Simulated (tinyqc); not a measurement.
Sharpness of the interface: valley splitting of a silicon quantum well in envelope theory.

The well lies at 0 < z < L; U(z) = V0 [1/(1 + exp(z/w)) + 1/(1 + exp((L - z)/w))] - e F z, 1 mV/nm = 1e-4 eV/angstrom. The envelope psi solves -(c/ml) psi'' + U psi = E psi, c = hbar^2/2m0, by three-point differences on a grid of 0.1 angstrom from -40 to L + 40 angstrom. The two valleys at +/- k0 couple through D = C0 times the integral of exp(-i q z) U(z) psi^2, q = 2 k0 (2 pi/a), and split by Ev = 2|D|.

Random alloy: with Y(z) = Yw + (Yb - Yw) B(z), B the bracket in U, and in-plane density exp(-r^2/ad^2)/(pi ad^2), D gains a random complex part of variance sigma^2 = (C0^2/pi)(a^2 V0/(8 ad (Yb - Yw)))^2 (4/a) times the integral of psi^4 Y (1 - Y). Alone it gives a mean splitting sqrt(pi) sigma; together with the smooth part the rms splitting is 2 sqrt(|D|^2 + sigma^2).

Constants: hbar^2/2m0 = 3.80998211 eV angstrom^2.

Values chosen for the exercise (near those of a strained Si well in SiGe; shifted at random, so the results belong to these values and not to a real crystal):
```
symbol  value                            unit      meaning
L       76                               angstrom  well width
V0      0.15                             eV        conduction offset
ml      0.922                            m0        mass along z
F       12.6                             mV/nm     field pressing towards the upper interface
k0      0.852                            2 pi/a    valley position
a       5.431                            angstrom  lattice constant
C0      0.239                                      Bloch overlap factor
Yb      0.23                                       Ge share of the barrier
Yw      0                                          Ge share of the well
ad      110                              angstrom  dot radius
ws      (0.4, 0.6, 1, 1.3, 2, 3.1, 4.7)  angstrom  interface widths
```

The smooth part 2|D| and the disorder part against w, beside y/sinh(y) with y = pi q w. The 12 to 88 % width of the step is 4w.

Results:
```
w (angstrom),4w (angstrom),2|D| (micro-eV),y/sinh(y),sqrt(pi) sigma (micro-eV)
0.4,1.6,129.41,0.42,21.3
0.6,2.4,56.57,0.18,22.6
1.0,4.0,8.20,0.025,25.9
1.3,5.2,1.72,0.0051,28.9
2.0,8.0,0.04,0.00010,36.3
3.1,12.4,0.00,1.8e-07,47.9
4.7,18.8,0.00,1.3e-11,62.8
```

What can be read from this table?

The smooth part needs a Fourier component of U psi^2 at a wavelength of 3.19 angstrom; from the first row to the third it falls by a factor 15.8, while y/sinh(y) falls by 16.6 (the envelope near the step and the phase between the two interfaces change too). The disorder part goes from 21.3 to 62.8 micro-eV, growing as the electron overlaps more alloy. It takes over between w = 0.6 and 1 angstrom, that is a step 2.4 to 4.0 angstrom wide, with 1.36 angstrom to an atomic layer.

(tinyqc, `OMP_NUM_THREADS=1 python tinyqc.py 1251286 1251287 out.jsonl`, Intel(R) Xeon(R) Processor @ 2.30GHz, 1 thread, shared host, about 0.07 s.)
